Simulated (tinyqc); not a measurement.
Four-point probe, van der Pauw, Hall and spreading-resistance readings of a semiconductor layer: one step, computed by the program tinyqc. Command: `OMP_NUM_THREADS=1 python tinyqc.py 3110747 3110748 out.jsonl probe walk`. One thread of a shared host (Intel(R) Xeon(R) Processor @ 2.30GHz), about 0.01 s of CPU time with the checks.

The layer is uniform and ohmic; contacts are points unless a radius is given.

Task: Four-point voltage. Collinear probes with equal spacing on a layer with insulating backing: images at depth 2 m t give V = (rho I/(2 pi s)) G, G = 1 + 4 sum_(m>=1) [1/sqrt(1 + (2 m u)^2) - 1/sqrt(4 + (2 m u)^2)], u = t/s; the sum runs to m = 20000, with the tail 3/(32 u^3 M^2) added to the sum for M = 20000. Limits: thick, rho = 2 pi s V/I; thin on an insulator, rho = (pi/ln 2) t V/I.

Inputs (values chosen for the exercise, modelled on n-type silicon): layer thickness t = 230 micrometre; probe spacing s = 0.635 mm; current I = 0.8 mA.

Backing of the layer: insulating.

resistivity rho = 0.1343994 ohm cm

Give: t/s; G; voltage V; rho by the thick formula; rho by the thin formula.

Result:

t/s = 0.3622

G = 3.828

voltage V = 1.032 mV

rho by the thick formula = 0.5145 ohm cm

rho by the thin formula = 0.1344 ohm cm

The thick formula is off by +282.8 % and the thin one by 0.0 %.
